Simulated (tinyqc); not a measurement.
Long-channel MOSFET, surface-potential model: one step of the calculation.

n-channel transistor on a uniformly doped p-type body, gradual-channel approximation, constant mobility, Boltzmann statistics, full ionisation. Potentials are counted from the neutral body; V is the electron quasi-Fermi potential, Vsb at the source and Vsb + Vds at the drain. Charges are magnitudes per area.

Problem. Inversion charge along the channel. The surface potential psi at channel potential V solves Vgs + Vsb - Vfb - psi = gamma sqrt(G), G = psi - Vt + Vt exp((psi - 2 phiF - V)/Vt). Charge sheet: Qi = Cox gamma [sqrt(G) - sqrt(psi - Vt)]. Pao-Sah: Qi = (Cox gamma/2) integral from 3 Vt to psi of exp((u - 2 phiF - V)/Vt)/sqrt(G(u, V)) du.

Parameters, values chosen for the exercise; material values close to those of gallium nitride: temperature T = 300 K; flat-band voltage Vfb = -1.97 V; source-body reverse bias Vsb = 2 V; gate-source voltage Vgs = 1.24 V.

Constants: q = 1.602176634e-19 C, kB = 1.380649e-23 J/K, Vt = kB T/q. Results are converted to the units shown.

V, point 0 to 8 (V): [2, 2.0062500, 2.0125000, 2.0187500, 2.025, 2.0312500, 2.0375000, 2.0437500, 2.05]
phiF = 1.5631570 V
Cox = 1.2090546 uF/cm^2
gamma = 0.065959553 V^0.5

Wanted: psi; Qi, charge sheet; Qi, Pao-Sah.

Solution.

psi, point 0 to 8 (V): [5.062, 5.062, 5.062, 5.062, 5.062, 5.062, 5.062, 5.062, 5.062]
Qi, charge sheet, point 0 to 8 (nC/cm^2): [0.03809, 0.02992, 0.02350, 0.01845, 0.01449, 0.01138, 0.008938, 0.007019, 0.005512]
Qi, Pao-Sah, point 0 to 8 (nC/cm^2): [0.03819, 0.02999, 0.02356, 0.01850, 0.01453, 0.01141, 0.008961, 0.007037, 0.005526]

At the source the charge-sheet charge is 0.26 % below the Pao-Sah one.

tinyqc, about 0.06 s, one thread, Intel Xeon 2.30GHz (shared host): `OMP_NUM_THREADS=1 python tinyqc.py 2360161 2360162 out.jsonl`
